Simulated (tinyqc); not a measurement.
## Trench capacitor in an array: capacitance, non-linearity, leakage and relaxation: charge lost after writing

A film between two metal electrodes, each interface adding a series capacitance ci. The small-signal permittivity is ek (1 + aq E^2); the field is found with the linear permittivity. Leakage J = J0 sinh(E/Ef). After a voltage step the film passes a relaxation current kr C V tt^(-nr), tt being the time in seconds. The sidewall is a coaxial capacitor with radii a = dm/2 - t and b = dm/2, depth AR dm; the end face is left out.

Planar film: Cf = eps0 ek/t, 1/C = 1/Cf + 2/ci, EOT = 3.9 eps0/C, effective permittivity C t/eps0, E = (V/t) C/Cf. A capacitor written for t0 and then left open loses, as a share of C V, kr (tt^(1 - nr) - t0^(1 - nr))/(1 - nr) by relaxation and J tt/(C V) by leakage; both are taken as small, and rows far outside that range are left out.

Parameters, values chosen for the exercise; permittivity of the order of that of silicon nitride: relative permittivity of the film ek = 6.61; film thickness t = 22 nm; capacitance of each electrode interface (dead layer and screening) ci = 1000 uF/cm^2; quadratic field coefficient of the permittivity aq = 0.0028 cm^2/MV^2; bias V = 2.5 V; exponent of the relaxation current nr = 0.987; strength of the relaxation kr = 0.0089; leakage prefactor J0 = 7.9e-11 A/cm^2; field for an e-fold rise of the leakage Ef = 0.3 MV/cm; duration of the write pulse t0 = 1e-7 s.

Constants: eps0 = 8.8541878128e-14 F/cm where lengths are in cm. Results are converted to the units shown.

The same in every row: leakage current (nA/cm^2) = 1.740.

Charge lost after writing:
```
tt (s),relaxation current (nA/cm^2),loss by relaxation (%),loss by leakage (%),total loss (%)
1e-6,4.943e6,1.687,2.618e-7,1.687
1e-5,5.094e5,3.425,2.618e-6,3.425
0.0001,5.248e4,5.216,2.618e-5,5.216
0.001,5408,7.062,2.618e-4,7.062
0.01,557.2,8.964,0.002618,8.966
0.1,57.42,10.92,0.02618,10.95
1,5.916,12.94,0.2618,13.20
10,0.6096,15.02,2.618,17.64
```

The two currents are equal at tt = 3.46 s. The loss by relaxation grows from 1.69 to 15.0 %, by 1.74 points over the first decade and 2.08 over the last, while the loss by leakage grows tenfold a decade. Relaxation is the larger loss in every row. For tt = 10 the falling voltage would already cut the leakage, so the linear estimate overstates the loss.

Computed by the program tinyqc: `OMP_NUM_THREADS=1 python tinyqc.py 2102199 2102200 out.jsonl`, one thread of a shared Intel Xeon 2.30GHz, about 0.01 s for the whole run.
